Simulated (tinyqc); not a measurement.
What moves the results: phonon-assisted absorption at an indirect gap. A value that a table varies takes the place of the one given here.

alpha(E) = sum_j A_j [N_j (E - Eg + w_j)^2 + (N_j + 1)(E - Eg - w_j)^2], each bracket counted only where its base is positive; N_j = 1/(exp(w_j/kB T) - 1). The first term absorbs a phonon and the second emits one; excitons and direct transitions are left out.

Photodiode (Gaertner form with a dead layer): QE = (1 - R) exp(-alpha xj) [1 - exp(-alpha W)/(1 + alpha L)], R = ((nr - 1)/(nr + 1))^2; responsivity = QE/E in A/W for E in eV.

Constants: kB = 8.617333262e-05 eV/K.

Values chosen for the exercise (loosely those of Si at room temperature; Eg is not tied to T; the results hold for these values, not for the real material):
- Eg = 1.109 eV (indirect gap, held fixed unless listed)
- w = (56.1, 17.6) meV (two zone-edge phonons)
- A = (2400, 240) 1/(cm eV^2) (their strengths)
- T = 300 K
- nr = 3.66 (refractive index)
- xj = 0.071 micrometre (dead layer at the surface)
- W = 3.5 micrometre (depleted width)
- L = 92 micrometre (minority diffusion length below it)
- E = 1.495 eV (photon energy)

## The square root of alpha at three temperatures

The gap is held fixed, so only the phonon occupations change.

sqrt(alpha) (1/cm^(1/2)):
```
E - Eg (eV)     4 K   300 K   600 K
-0.04         0.000   0.283   0.563
-0.02         0.000   0.635   1.263
0.00          0.000   1.025   2.009
0.02          0.037   1.464   2.817
0.04          0.347   1.979   3.700
0.07          1.060   2.944   5.196
0.10          2.501   4.412   7.118
0.15          5.037   7.243  10.733
0.20          7.595  10.208  14.529
0.30         12.724  16.247  22.293
0.45         20.427  25.383  34.074
0.60         28.132  34.545  45.907
```

What does this show, and why?

Below the gap only phonon absorption acts: at E - Eg = -0.02 eV sqrt(alpha) is 0.000, 0.635 and 1.263 at 4, 300 and 600 K. A straight line through the last two rows meets the axis at E - Eg = +0.0523, +0.0345 and +0.0180 eV: the intercept is roughly a weighted mean of the thresholds, not the gap, and it moves from the emission side towards Eg as the occupations grow. At the last row alpha grows by a factor 2.66 from the lowest to the highest temperature at fixed gap.

## Spectral response

Response:
```
E (eV)  wavelength (nm)  alpha (1/cm)  1/alpha (micrometre)  dead layer  collected     QE    A/W
1.13               1097          2.21              4.52e+03       1.000      0.021  0.014  0.012
1.17               1060          6.74              1.48e+03       1.000      0.061  0.041  0.035
1.23               1008          31.0                   322       1.000      0.231  0.155  0.126
1.31                946           105                  94.8       0.999      0.511  0.344  0.263
1.41                879           266                  37.6       0.998      0.736  0.495  0.351
1.56                795           647                  15.4       0.995      0.885  0.594  0.381
1.76                704      1.42e+03                  7.05       0.990      0.957  0.639  0.363
2.01                617      2.80e+03                  3.57       0.980      0.986  0.652  0.324
2.31                537      5.09e+03                  1.97       0.965      0.996  0.648  0.281
2.71                458      9.18e+03                  1.09       0.937      1.000  0.631  0.233
```

What can be read from the table?

QE is highest, 0.652, at 2.01 eV of those listed and the responsivity at 1.56 eV; reflection alone caps QE at 0.674. Near the gap weak absorption limits it (collected share 0.021); at the top the dead layer passes 0.937. Far above the gap the quadratic law and a constant index are only rough.

## What moves the response

At the energy E. Each row changes one parameter from the base and keeps the others.

Results:
```
case                   alpha (1/cm)      QE
base                          461.4  0.5629
Eg = 1.089 eV                 515.2  0.5740
T = 350 K                     518.9  0.5747
W = 7 micrometre              461.4  0.5792
L = 46 micrometre             461.4  0.4888
xj = 0.142 micrometre         461.4  0.5611
nr = 3.84                     461.4  0.5475
```

What does this show?

The largest shifts from the base row, up to three for each result and ties (the steps differ in size, so this ranks the rows, not the parameters). alpha (1/cm): T +57.5, Eg +53.9; unchanged at the printed digits by W, L, xj and nr. QE: L -0.0741, W +0.0163, nr -0.0154.

Computed by tinyqc, a small Python program: `OMP_NUM_THREADS=1 python tinyqc.py 1651667 1651668 out.jsonl` (the numbers bound the seed that draws the inputs); one thread of a shared host (Intel(R) Xeon(R) Processor @ 2.30GHz), about 0.01 s for the whole set of steps.
